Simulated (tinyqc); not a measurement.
Extended Hueckel theory, for BeH2, step by step. Computed by tinyqc, a small Python program that keeps every step (integrals from PySCF). Settings: charge = 0, K = 2.0, weighted = 1, multiplicity = 1. Command: `OMP_NUM_THREADS=1 python tinyqc.py 21950 21951 out.jsonl` (the two numbers bound the seeds that draw the settings). One thread of a shared host (Intel(R) Xeon(R) Processor @ 2.60GHz), about 0.01 s of CPU time with the checks.

## Overlaps

Geometry (angstrom):
```
atom        x         y        z
Be    0.00000   0.00000  0.00000
H     0.00000   1.37200  0.12800
H     0.00000  -1.37200  0.12800
```

Parameters chosen for this run:
```
element  shell  Slater exponent  H_ii (eV)
H           1s          1.30000  -13.60000
Be          2s          0.97500  -10.00000
Be          2p          0.97500   -6.00000
```

Slater orbitals, each expanded in six Gaussians scaled to its exponent.

overlap S:
```
          1Be 2s  1Be 2px   1Be 2py  1Be 2pz    2H 1s     3H 1s
1Be 2s   1.00000  0.00000   0.00000  0.00000  0.44047   0.44047
1Be 2px  0.00000  1.00000   0.00000  0.00000  0.00000   0.00000
1Be 2py  0.00000  0.00000   1.00000  0.00000  0.53206  -0.53206
1Be 2pz  0.00000  0.00000   0.00000  1.00000  0.04964   0.04964
2H 1s    0.44047  0.00000   0.53206  0.04964  1.00000   0.02705
3H 1s    0.44047  0.00000  -0.53206  0.04964  0.02705   1.00000
```

## Wolfsberg-Helmholz matrix

diagonal H_ii (eV): 1Be 2s -10.00000, 1Be 2px -6.00000, 1Be 2py -6.00000, 1Be 2pz -6.00000, 2H 1s -13.60000, 3H 1s -13.60000

K = 2.00000

H_ij = K' S_ij (H_ii + H_jj)/2 for i != j (the diagonal keeps H_ii), with K' = K + D^2 + D^4 (1 - K), D = (H_ii - H_jj)/(H_ii + H_jj), K = 2.

H (eV):
```
            1Be 2s   1Be 2px    1Be 2py   1Be 2pz      2H 1s      3H 1s
1Be 2s   -10.00000   0.00000    0.00000   0.00000  -10.51323  -10.51323
1Be 2px    0.00000  -6.00000    0.00000   0.00000    0.00000    0.00000
1Be 2py    0.00000   0.00000   -6.00000   0.00000  -11.09438   11.09438
1Be 2pz    0.00000   0.00000    0.00000  -6.00000   -1.03504   -1.03504
2H 1s    -10.51323   0.00000  -11.09438  -1.03504  -13.60000   -0.73580
3H 1s    -10.51323   0.00000   11.09438  -1.03504   -0.73580  -13.60000
```

## Orbitals

valence electrons = 4

Solve H C = S C e through S^(-1/2); fill by pairs from the bottom, a degenerate level sharing its electrons equally; each orbital has its largest coefficient positive (the first on a tie).

orbital energies (eV): -16.77334  -15.22194  -6.04686  -6.00000  7.58182  27.29083

occupations: 2.00000  2.00000  0.00000  0.00000  0.00000  0.00000

coefficients:
```
             MO1       MO2       MO3      MO4       MO5       MO6
1Be 2s   0.43306   0.00000  -0.12554  0.00000   1.18686   0.00000
1Be 2px  0.00000   0.00000   0.00000  1.00000   0.00000   0.00000
1Be 2py  0.00000   0.33545   0.00000  0.00000   0.00000   1.50973
1Be 2pz  0.01764   0.00000   0.99144  0.00000   0.15654   0.00000
2H 1s    0.46931   0.51636   0.03161  0.00000  -0.75318  -0.98108
3H 1s    0.46931  -0.51636   0.03161  0.00000  -0.75318   0.98108
```

sum of one-electron energies = -63.99057 eV

## Mulliken analysis

P = C n C^T; charge = valence electrons (H 1, Be 2) minus the sum of (P S)_ii on the atom; overlap population = 2 sum P_ij S_ij between two atoms.

charges: 1Be 0.67088, 2H -0.33544, 3H -0.33544

Overlap populations:
```
pair      value
2-1    0.728364
3-1    0.728364
3-2   -0.005018
```
